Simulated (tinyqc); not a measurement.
Worked calculation: geometry optimisation on the RHF/3-21g surface (energies and gradients from PySCF), for H3+, spin multiplicity 1. Computed by tinyqc, a small Python program that keeps every step (integrals from PySCF). Settings: charge = 1, multiplicity = 1, basis = 3-21g, optimiser = bfgs, first Hessian = 0.6, largest step = 0.1, iteration cap = 30. Command: `OMP_NUM_THREADS=1 python tinyqc.py 30655 30656 out.jsonl` (the two numbers bound the seeds that draw the settings). One thread of a shared host (Intel(R) Xeon(R) Processor @ 2.60GHz), about 0.3 s of CPU time with the checks.

## Step 1: energy and gradient

positions at the start (bohr):
```
          x         y         z
1H  0.00945   0.03402  -0.06992
2H  0.02646  -0.03590   1.75934
3H  0.04724   1.59304   0.91085
```

Self-consistent energy and analytic gradient at these positions.

energy = -1.2583681 hartree

gradient (hartree/bohr):
```
             x           y           z
1H  -0.0008514  -0.0234038  -0.0431697
2H  -0.0000630  -0.0262414   0.0408942
3H   0.0009144   0.0496452   0.0022755
```

## Step 1: move

Quasi-Newton step p = -H^(-1) g (first H = 0.6 times the unit matrix); steps longer than 0.1 bohr are cut back (factor 0.705 here).

positions after step 1 (bohr):
```
          x         y         z
1H  0.01045   0.06151  -0.01920
2H  0.02653  -0.00507   1.71129
3H  0.04617   1.53471   0.90817
```

## Step 2: energy and gradient

As before.

energy = -1.2656734 hartree

gradient (hartree/bohr):
```
             x           y           z
1H  -0.0005931  -0.0164591  -0.0297914
2H  -0.0000464  -0.0181884   0.0280768
3H   0.0006394   0.0346475   0.0017145
```

## Step 2: move

inverse Hessian in use (bohr^2/hartree):
```
          1         2         3         4         5         6         7         8
1   1.66689   0.00615   0.01099   0.00002   0.00673  -0.01032  -0.00024  -0.01288
2   0.00615   1.83855   0.30706   0.00050   0.18804  -0.28835  -0.00665  -0.35992
3   0.01099   0.30706   2.21466   0.00089   0.33567  -0.51444  -0.01188  -0.64274
4   0.00002   0.00050   0.00089   1.66667   0.00055  -0.00084  -0.00002  -0.00105
5   0.00673   0.18804   0.33567   0.00055   1.87227  -0.31514  -0.00728  -0.39365
6  -0.01032  -0.28835  -0.51444  -0.00084  -0.31514   2.14956   0.01115   0.60349
7  -0.00024  -0.00665  -0.01188  -0.00002  -0.00728   0.01115   1.66692   0.01393
8  -0.01288  -0.35992  -0.64274  -0.00105  -0.39365   0.60349   0.01393   2.42024
9  -0.00067  -0.01872  -0.03356  -0.00005  -0.02053   0.03154   0.00073   0.03925

          9
1  -0.00067
2  -0.01872
3  -0.03356
4  -0.00005
5  -0.02053
6   0.03154
7   0.00073
8   0.03925
9   1.66868
```

Quasi-Newton step p = -H^(-1) g (the inverse Hessian comes from BFGS updates; coordinates in the order x, y, z of each atom); steps longer than 0.1 bohr are cut back (factor 0.442 here).

positions after step 2 (bohr):
```
          x        y        z
1H  0.01146  0.08957  0.03119
2H  0.02661  0.02575  1.66390
3H  0.04508  1.47583  0.90517
```

## Step 3: energy and gradient

As before.

energy = -1.2697072 hartree

gradient (hartree/bohr):
```
             x           y           z
1H  -0.0001942  -0.0055610  -0.0094456
2H  -0.0000178  -0.0058515   0.0087399
3H   0.0002120   0.0114125   0.0007057
```

## Step 3: move

inverse Hessian in use (bohr^2/hartree):
```
          1         2         3         4         5         6         7         8
1   1.66675   0.00254   0.00423   0.00001   0.00263  -0.00390  -0.00010  -0.00517
2   0.00254   1.73981   0.12255   0.00024   0.07618  -0.11293  -0.00278  -0.14932
3   0.00423   0.12255   1.87035   0.00041   0.12686  -0.18724  -0.00464  -0.24941
4   0.00001   0.00024   0.00041   1.66667   0.00025  -0.00038  -0.00001  -0.00049
5   0.00263   0.07618   0.12686   0.00025   1.74564  -0.11668  -0.00289  -0.15515
6  -0.00390  -0.11293  -0.18724  -0.00038  -0.11668   1.83865   0.00428   0.22961
7  -0.00010  -0.00278  -0.00464  -0.00001  -0.00289   0.00428   1.66677   0.00567
8  -0.00517  -0.14932  -0.24941  -0.00049  -0.15515   0.22961   0.00567   1.97114
9  -0.00034  -0.00962  -0.01645  -0.00003  -0.01017   0.01525   0.00037   0.01980

          9
1  -0.00034
2  -0.00962
3  -0.01645
4  -0.00003
5  -0.01017
6   0.01525
7   0.00037
8   0.01980
9   1.66787
```

Quasi-Newton step p = -H^(-1) g (the inverse Hessian comes from BFGS updates; coordinates in the order x, y, z of each atom); steps longer than 0.1 bohr are cut back.

positions after step 3 (bohr):
```
          x        y        z
1H  0.01194  0.10355  0.05478
2H  0.02666  0.04038  1.64212
3H  0.04455  1.44722  0.90337
```

## Convergence

Stop when the largest gradient component is below 3e-5 hartree/bohr. The inverse Hessian follows the BFGS update with s = step, y = change of gradient.

Course of the optimisation:

| step | E (hartree) | largest gradient (hartree/bohr) |
|---|---|---|
| 1 | -1.2583681 | 4.96e-02 |
| 2 | -1.2656734 | 3.46e-02 |
| 3 | -1.2697072 | 1.14e-02 |
| 4 | -1.2700315 | 3.45e-03 |
| 5 | -1.2700644 | 3.16e-04 |
| 6 | -1.2700646 | 4.00e-05 |
| 7 | -1.2700646 | 1.86e-05 |

Final distances (angstrom):

| pair | distance |
|---|---|
| 2H-1H | 0.84661 |
| 3H-1H | 0.84668 |
| 3H-2H | 0.84665 |

Converged in 7 steps.
